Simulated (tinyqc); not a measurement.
Range and order of the fit: effective mass of the heavy-hole band from tabulated energies.

c = hbar^2/2m0.
Constants: hbar^2/2m0 = 3.80998211 eV angstrom^2.

Energies along [110], from the band edge downward:

| k (1/angstrom) | E (meV) |
|---|---|
| 0.000000 | 0.00000 |
| 0.007400 | 0.56920 |
| 0.014800 | 2.26400 |
| 0.022200 | 5.04670 |
| 0.029600 | 8.85480 |
| 0.037000 | 13.60220 |
| 0.044400 | 19.18200 |
| 0.051800 | 25.46970 |
| 0.059200 | 32.32980 |

reference mass (curvature of the model at k = 0.0001 1/angstrom) = 0.365889 m0

Least-squares fits of E = a k^2 (+ b k^4 + d k^6) over points 1 to n, and the line y = c k^2/E against E; errors of m against the reference.

Results:

| n | E at point n (meV) | one term (%) | two terms (%) | three terms (%) | line (%) | rms residual, one term (meV) |
|---|---|---|---|---|---|---|
| 3 | 5.0 | 1.52 | 0.00 | -0.01 | -0.02 | 0.012 |
| 4 | 8.9 | 2.61 | 0.01 | 0.00 | -0.03 | 0.036 |
| 5 | 13.6 | 4.00 | 0.02 | 0.00 | -0.06 | 0.085 |
| 6 | 19.2 | 5.70 | 0.05 | -0.01 | -0.11 | 0.168 |
| 7 | 25.5 | 7.71 | 0.12 | -0.02 | -0.20 | 0.298 |
| 8 | 32.3 | 10.07 | 0.23 | -0.04 | -0.31 | 0.488 |

What can be read from this table?

The error of the parabola goes from +1.52 to +10.07 % as the range widens, and at n = 8 its residual, 0.49 meV, is only 1.5 % of the top energy: a small residual does not vouch for the mass. Over the full range (n = 8) the best form is three terms (0.04 %); the line errs by -0.02 % at n = 3 and -0.31 % at n = 8. Without scatter, a narrower range or a second term is the cure: at n = 8 the errors are +10.07, +0.23 and -0.04 % for one, two and three terms. Three terms on three points interpolate exactly.

tinyqc: `OMP_NUM_THREADS=1 python tinyqc.py 1851098 1851099 out.jsonl`; about 0.01 s, one thread, shared Intel(R) Xeon(R) Processor @ 2.30GHz.
